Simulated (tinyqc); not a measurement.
On-chip interconnect, size-dependent resistivity and RC delay: two metals against line width.

A rectangular line between two neighbours and two ground planes. Surface and grain-boundary scattering are added to the bulk resistivity as corrections; capacitances are parallel-plate values without fringing; inductance is ignored.

Metal width x = wd - 2 tl, height y = AR wd - tl; grain boundaries (Mayadas-Shatzkes): al = (lam/(gr x)) Rg/(1 - Rg), g = 1/[1 - 3 al/2 + 3 al^2 - 3 al^3 ln(1 + 1/al)] - 1; surfaces (Fuchs-Sondheimer, thick limit): s = (3/8) lam (1 - ps)(1/x + 1/y); rho = rho0 (1 + g + s); r = rho/(x y). The second metal has rho2, lam2 and tl2 in place of rho0, lam and tl; ps, Rg, gr and AR are shared.

Inputs (values chosen for the exercise); metal values close to those of copper: bulk resistivity rho0 = 1.65 uohm cm; bulk mean free path lam = 39.8 nm; specular share of surface scattering ps = 0.2; reflection coefficient of grain boundaries Rg = 0.23; grain size over the metal width gr = 1; aspect ratio, height over width AR = 1.6; liner on both walls and the bottom, not conducting tl = 2.5 nm; space to the neighbouring lines sp = 46 nm; dielectric height to the planes above and below hd = 86 nm; relative permittivity of the dielectric ek = 3; Miller factor of the neighbours Mf = 2; bulk resistivity of the second metal (close to iridium) rho2 = 5.06 uohm cm; mean free path of the second metal lam2 = 7.06 nm; liner of the second metal tl2 = 0.6 nm.

Constants: eps0 = 8.8541878128e-12 F/m. Results are converted to the units shown.

Results:
```
wd (nm)	rho, first (uohm cm)	rho, second (uohm cm)	r, first (ohm/um)	r, second (ohm/um)	ratio second/first
8	18.95	9.741	6131	1174	0.1915
10	12.37	8.706	1833	642.4	0.3505
13	8.540	7.800	583.4	327.2	0.5609
22	5.014	6.632	90.20	92.16	1.022
30	3.972	6.201	34.92	45.43	1.301
45	3.123	5.814	11.23	18.59	1.655
70	2.567	5.542	3.607	7.231	2.005
120	2.174	5.340	0.9974	2.348	2.354
```

Estimate the missing row, wd = 17 nm.

Computed row:
```
wd (nm)	rho, first (uohm cm)	rho, second (uohm cm)	r, first (ohm/um)	r, second (ohm/um)	ratio second/first
17	6.342	7.120	214.0	169.4	0.7917
```

With this row back in the table: The resistivity of the first metal falls from 18.9 to 2.17 uohm cm and that of the second goes from 9.74 to 5.34 uohm cm as the line widens. The products rho0 lam, which set the size effect, are 65.7 and 35.7 uohm cm nm. The two resistances cross at wd = 21.5 nm: below it the second metal gives the lower line resistance. For widths well under the mean free path the thick-limit surface term is only a guide.

Program tinyqc, `OMP_NUM_THREADS=1 python tinyqc.py 2100004 2100005 out.jsonl`; Intel Xeon 2.30GHz, shared host, one thread, about 0.01 s.
